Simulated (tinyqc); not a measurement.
## Electron density from the centroid

Question. In the Fang-Howard model the centroid is 3/b with b^3 = 6 (mz1/C) q (Nd + 11 Ns/32)/(eps0 eps_r), C = hbar^2/(2 m0), the field in eV/nm. Find b and Ns.

Values chosen for this exercise; masses and permittivity close to those of silicon (100): relative permittivity eps_r = 11.7; mass along z of valley set A (2 valley(s)) mz1 = 0.921 m0; sheet density of depletion charge Nd = 8.1e11 cm^-2.

Constants: q = 1.602176634e-19 C, hbar = 1.054571817e-34 J s, m0 = 9.1093837015e-31 kg, eps0 = 8.8541878128e-14 F/cm where lengths are in cm, hbar^2/(2 m0) = 0.0380998212 eV nm^2. Results are converted to the units shown.

centroid = 2.2692775 nm

Answer. b = 3/centroid gives Nd + 11 Ns/32, from which the depletion charge is taken off.

b = 1.322 1/nm
Ns = 6.400e11 cm^-2

Numbers from tinyqc (`OMP_NUM_THREADS=1 python tinyqc.py 2160021 2160022 out.jsonl`; about 0.8 s on one thread of a shared Intel Xeon 2.30GHz).
